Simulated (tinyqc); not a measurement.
Admittance spectroscopy of a deep trap: one step of the calculation.

Schottky contact on an n-type layer with shallow donors Nd (all ionised) and a donor-like deep trap, neutral when filled and positive when empty; depletion approximation. Traps within lam of the depletion edge stay filled. The traps at xt = W - lam, where the level crosses the Fermi level, follow a slow signal and not a fast one. w = 2 pi f.

Question. Widths and limiting capacitances. lam = sqrt(2 eps0 eps_r (EF - ET)/(q Nd)), EF - ET = Et - (kB T/q) ln(Nc(T)/Nd), Nc(T) = Nc (T/300 K)^1.5. In the steady state at the band bending V, 2 eps0 eps_r V/q = Nd W^2 + Nt (W - lam)^2 (the second term only if W > lam). V = Vbi + Vr. C_HF = eps0 eps_r/W, C_LF = eps0 eps_r (Nd + Nt)/(Nd W + Nt xt).

Values chosen for this exercise; material values close to those of 4H silicon carbide:
- eps_r = 9.84 (relative permittivity)
- Nc = 1.69e19 cm^-3 (conduction-band density of states at 300 K)
- Nd = 1.1e15 cm^-3 (shallow donor density)
- Vbi = 1.38 V (built-in voltage)
- Et = 0.13 eV (depth of the trap below the conduction edge)
- Nt = 9.7e14 cm^-3 (trap density)
- Vr = 0 V (reverse bias)
- T = 123 K (temperature)

Constants: q = 1.602176634e-19 C, kB = 1.380649e-23 J/K, eps0 = 8.8541878128e-14 F/cm where lengths are in cm. Results are converted to the units shown.

Find: lam; W; xt; C_HF; C_LF.

Answer.

lam = 203.78 nm
W = 940.90 nm
xt = 737.12 nm
C_HF = 9.2598 nF/cm^2
C_LF = 10.306 nF/cm^2

The step is 11.3 % of C_HF.

tinyqc, about 0.01 s, one thread, Intel Xeon 2.30GHz (shared host): `OMP_NUM_THREADS=1 python tinyqc.py 2050082 2050083 out.jsonl`
